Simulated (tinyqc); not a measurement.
Sublattice potential against complex hopping: Haldane model. Computed by the program tinyqc. H_AA = delta - 2 t2 sum cos(k.b + phi), H_BB = -delta - 2 t2 sum cos(k.b - phi), H_AB = -t1 (1 + exp(-i k.a1) + exp(-i k.a2)), b = a1, a2 - a1, -a2, m = 3 sqrt3 t2 sin(phi); the sign of the Chern number follows the orientation k1 then k2.

Honeycomb lattice:

| parameter | value |
|---|---|
| t1 (eV) | 1.550000 |
| t2 (eV) | 0.200000 |
| phi (rad) | -1.340000 |

Gaps at the two valleys (eV) and Chern number of the lower band (12 x 12 mesh):

| delta | gap 2\|delta - m\| | gap 2\|delta + m\| | Chern number |
|---|---|---|---|
| -1.8210 | 1.6187 | 5.6653 | 0 |
| -1.3150 | 0.6067 | 4.6533 | 0 |
| -0.6070 | 0.8093 | 3.2373 | 1 |
| 0.0000 | 2.0233 | 2.0233 | 1 |
| 0.4050 | 2.8333 | 1.2133 | 1 |
| 0.7590 | 3.5413 | 0.5053 | 1 |
| 1.2650 | 4.5533 | 0.5067 | 0 |
| 2.0230 | 6.0693 | 2.0227 | 0 |

What does the comparison show, and why?

Here |m| = 1.0117 eV. For |delta| < |m| the two valleys have masses of opposite sign and the Chern number is +/-1; one gap closes at |delta| = |m|, and beyond it the band is trivial.
